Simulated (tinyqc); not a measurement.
Nanowire ballistic transistor, top-of-the-barrier model: one step of the calculation.

At the top of the source barrier, states moving towards the drain are filled by the source (Fermi level 0) and states moving back by the drain (Fermi level -q Vd); nothing scatters. U is the shift of the band edge there, set by the capacitances CG, CD and CS (the total) and by the charge. Parabolic one-dimensional subbands; the source is grounded.

Task. Self-consistent potential at the barrier top. eta1 = -(E0 + U)/Vt, eta2 = eta1 - Vd/Vt, n = (N0/2)[F_(-1/2)(eta1) + F_(-1/2)(eta2)], F_(-1/2)(x) = (1/sqrt(pi)) int_0^infinity u^(-1/2)/(1 + exp(u - x)) du. Each F is summed over the two subbands, F(eta) + F(eta - dE/Vt), which share the mass. U(out) = UL + q (n - n0)/CS. U(new) = U + 0.5 (U(out) - U).

Inputs (values chosen for the exercise); mass and valleys made up:
```
symbol  value  unit                                                                 meaning
T         300     K                                                             temperature
dE       0.27    eV                                    offset of a second subband (0: none)
E0       0.28    eV  band edge at the barrier top above the source Fermi level at zero bias
Vd       0.05     V                                                           drain voltage
```

Constants: q = 1.602176634e-19 C, kB = 1.380649e-23 J/K, Vt = kB T/q. Results are converted to the units shown.

U after iteration 1 = -0.32288179 eV
N0 = 8.9924615e6 cm^-1
CS = 12.283771 pF/cm
n0 = 177.86569 cm^-1
UL = -0.52405000 eV

Find: eta1; eta2; n; U(out); U after iteration 2.

Result.

eta1 = 1.6587
eta2 = -0.27534
n = 8.2007e6 cm^-1
U(out) = -0.41709 eV
U after iteration 2 = -0.36999 eV

Computed by the program tinyqc: `OMP_NUM_THREADS=1 python tinyqc.py 2400037 2400038 out.jsonl`, one thread of a shared Intel Xeon 2.30GHz, about 0.07 s for the whole run.
